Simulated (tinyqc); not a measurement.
Equilibrium crystal shape, supported particles, Gibbs-Thomson effect and coarsening: one step, computed by the program tinyqc.

A cubic crystal bounded by {100}, {110} and {111} facets only.

Task: Gibbs-Thomson solubility and coarsening. Spherical precipitates of nearly pure solute with atomic volume Omega: x(r) = x_inf exp(l/r), l = 2 gamma_i Omega/(k_B T). Diffusion-limited coarsening at small volume fraction (Lifshitz-Slyozov-Wagner): r^3 = r0^3 + K t, K = (4/9) D x_inf l; the number density falls as (r0/r)^3. The steady size distribution is assumed from the start, and D and x_inf are inputs that do not follow T.

Inputs (values chosen for the exercise, modelled on silicon): temperature T = 1150 K; precipitate interface energy gamma_i = 0.27 J/m^2; solubility x_inf at a flat interface = 0.0039; diffusivity D = 1e-17 m^2/s; mean radius at the start r0 = 2.8 nm; time t = 87 s.

Omega = 20.02 angstrom^3

Constants: k_B = 1.380649e-23 J/K.

Give: capillary length l; x(r0)/x_inf; rate constant K; mean radius at t; number density over its start.

Result:

capillary length l = 0.6809 nm

x(r0)/x_inf = 1.275

rate constant K = 0.01180 nm^3/s

mean radius at t = 2.843 nm

number density over its start = 0.9553

The time to double the radius is 7 r0^3/K = 13000 s; t is 0.0067 times that.
